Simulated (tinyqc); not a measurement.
## Gain factor and gap resistance from two string resistances

Problem. At small bit-line voltage each of the 96 cells has the resistance 1/(K x) at overdrive x (no mobility reduction) in series with a gap resistance Rg. Find K, Rg and the share of the gaps at the higher overdrive.

resistance of a string of 96 equal cells at overdrives of 3.9 and 8.2 V (kohm): [7706.4056, 4772.7539]

Solution. The resistance per cell is a straight line in 1/x with slope 1/K and intercept Rg.

K = 4.400 uA/V^2
Rg = 22.00 kohm
share of the gaps = 44.25 %

tinyqc, about 0.4 s, one thread, Intel Xeon 2.30GHz (shared host): `OMP_NUM_THREADS=1 python tinyqc.py 2142131 2142132 out.jsonl`
